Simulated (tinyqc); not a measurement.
Range and order of the fit: effective mass of the heavy-hole band from tabulated energies.

c = hbar^2/2m0.
Constants: hbar^2/2m0 = 3.80998211 eV angstrom^2.

Energies along [110], from the band edge downward:
```
k (1/angstrom)    E (meV)
0.000000          0.00000
0.018000          1.78400
0.036000          7.12940
0.054000         16.01640
0.072000         28.41210
0.090000         44.27060
0.108000         63.53320
0.126000         86.12900
0.144000        111.97540
```

reference mass (curvature of the model at k = 0.0001 1/angstrom) = 0.691736 m0

Least-squares fits of E = a k^2 (+ b k^4 + d k^6) over points 1 to n, and the line y = c k^2/E against E; errors of m against the reference.

Results:
```
n  E at point n (meV)  one term (%)  two terms (%)  three terms (%)  line (%)  rms residual, one term (meV)
3                16.0          0.25           0.00             0.00      0.00                         0.006
4                28.4          0.43           0.00             0.00      0.00                         0.019
5                44.3          0.65           0.00             0.00      0.00                         0.045
6                63.5          0.92           0.00             0.00      0.00                         0.089
7                86.1          1.23           0.00             0.00      0.00                         0.160
8               112.0          1.59           0.01             0.00     -0.01                         0.266
```

What does the comparison show?

The error of the parabola goes from +0.25 to +1.59 % as the range widens, and at n = 8 its residual, 0.27 meV, is only 0.2 % of the top energy: a small residual does not vouch for the mass. Over the full range (n = 8) the best form is three terms (0.00 %); the line errs by 0.00 % at n = 3 and -0.01 % at n = 8. Without scatter, a narrower range or a second term is the cure: at n = 8 the errors are +1.59, +0.01 and 0.00 % for one, two and three terms. Three terms on three points interpolate exactly.

(tinyqc, `OMP_NUM_THREADS=1 python tinyqc.py 1880660 1880661 out.jsonl`, Intel(R) Xeon(R) Processor @ 2.30GHz, 1 thread, shared host, about 0.01 s.)
